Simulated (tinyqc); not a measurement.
Square on-chip spiral inductor, lumped pi model: one step of the calculation.

Outer diameter do = di + 2 n wd + 2 (n - 1) sp, mean da = (do + di)/2, fill p = (do - di)/(do + di), length l = 4 n da. L = 2.34 mu0 n^2 da/(1 + 2.75 p), mu0 = 4 pi 1e-7 H/m. Rs = rho l/(wd delta (1 - exp(-th/delta))), delta = sqrt(rho/(pi f mu0)). Cs = n wd^2 eps0 eo/hu across the coil. At each end Cox = l wd eps0 eo/(2 ho) leads to the substrate branch Rsi = 2 rs he/(l wd) in parallel with Csi = l wd eps0 11.7/(2 he). With one end grounded Y = 1/(Rs + i w L) + i w Cs + 1/[1/(i w Cox) + 1/(1/Rsi + i w Csi)], w = 2 pi f; Q = -Im Y/Re Y. Eddy currents in neighbouring turns and in the substrate are left out.

Question. Geometry and model elements. do, l, L, delta, Rs, Cs, Cox, Rsi and Csi as defined.

Values chosen for this exercise; values of the order met in silicon radio-frequency processes:
```
symbol,value,unit,meaning
n,2.5,,number of turns
wd,8,um,line width
sp,3,um,space between turns
di,40,um,inner diameter
th,3.4,um,metal thickness
rho,3,uohm cm,metal resistivity
ho,4.2,um,oxide below the coil
hu,0.9,um,oxide between coil and underpass
eo,3.9,,relative permittivity of the oxide
rs,100,ohm cm,substrate resistivity
he,30,um,effective spreading depth in the substrate
f,1.4,GHz,frequency
```

Constants: eps0 = 8.8541878128e-12 F/m. Results are converted to the units shown.

Wanted: do; l; L; delta; Rs; Cs; Cox; Rsi; Csi.

Answer.

do = 89.000 um
l = 645.00 um
L = 0.57978 nH
delta = 2.3298 um
Rs = 1.3525 ohm
Cs = 6.1389 fF
Cox = 21.212 fF
Rsi = 11628 ohm
Csi = 8.9091 fF

Computed by the program tinyqc: `OMP_NUM_THREADS=1 python tinyqc.py 2302025 2302026 out.jsonl`, one thread of a shared Intel Xeon 2.30GHz, about 0.01 s for the whole run.
